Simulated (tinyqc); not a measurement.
Stress along the channel: six-band hole subbands of a thin body in a field.

Basis X, Y, Z times spin, hole energies counted downwards from the unstrained edge (the hydrostatic shift is left out), c = hbar^2/2m0. For a symmetric tensor T let C(T) have C_XX = L Txx + M (Tyy + Tzz), C_XY = N Txy (cyclic), L = c (g1 + 4 g2), M = c (g1 - 2 g2), N = 6 c g3. k = q + kz n, n the unit normal, q = k1 u + k2 v with u along the channel [1-10] and v = n x u. H = C(k k^T) + (Dso/3)(1 - L.sigma) - B + e F z with (L_k)_ij = -i epsilon_kij; B is the block C built from the traceless strain with 2b, -b and sqrt(3) d in place of L, M, N. Strain: exx = eyy = (s11 + s12) sx/2, ezz = s12 sx, exy = -s44 sx/4. Hard walls at z = 0 and t; basis sin(j pi z/t), j = 1 to Nz: kz^2 = (j pi/t)^2, kz = -i D with D_jl = 4 j l/(t (j^2 - l^2)), z_jj = t/2 and z_jl = -8 t j l/(pi (j^2 - l^2))^2 for j + l odd; 1 MV/cm = 0.01 eV/angstrom.

Nz = 14. E1 is the top subband at q = 0, gap the distance to the next pair, and the masses are c q^2/(E(q) - E1) at |q| = 0.02 1/angstrom (mean of the spin pair) along the channel [1-10] and across it in the plane; a dash marks a band that does not rise.

Constants: hbar^2/2m0 = 3.80998211 eV angstrom^2.

Values chosen for the exercise (near those of a p-type Ge channel; shifted at random, so the results belong to these values and not to a real crystal): g1 = 13.35 (Luttinger gamma1); g2 = 4.25 (gamma2); g3 = 5.68 (gamma3); Dso = 0.288 eV (spin-orbit splitting); b = -2.55 eV (tetragonal potential); d = -5.4 eV (trigonal potential); S = (9.77, -2.71, 14.77) 1/TPa (compliances s11, s12, s44); face = 001 (surface); t = 60 angstrom (body thickness); F = 1.2 MV/cm (field across the body).

Each row has its own sx.

Results:

| sx (GPa) | E1 (meV) | gap (meV) | m channel | m across |
|---|---|---|---|---|
| -3.0 | 226.6 | 245.9 | 0.046 | 0.369 |
| -2.0 | 266.9 | 199.4 | 0.052 | 0.253 |
| -1.0 | 301.0 | 158.7 | 0.066 | 0.159 |
| -0.5 | 314.2 | 145.2 | 0.079 | 0.125 |
| 0.0 | 324.1 | 138.1 | 0.100 | 0.100 |
| 0.5 | 330.1 | 137.9 | 0.131 | 0.082 |
| 1.0 | 332.5 | 144.1 | 0.179 | 0.072 |

Under 2 GPa of compression the channel mass goes from 0.100 to 0.052 m0, the mass across from 0.100 to 0.253; the gap to the next subband is 199, 138 and 144 meV at -2, 0 and +1 GPa. The lightest channel mass of the table, 0.046 m0, is at -3.0 GPa.

tinyqc: `OMP_NUM_THREADS=1 python tinyqc.py 1280962 1280963 out.jsonl`; about 0.4 s, one thread, shared Intel(R) Xeon(R) Processor @ 2.30GHz.
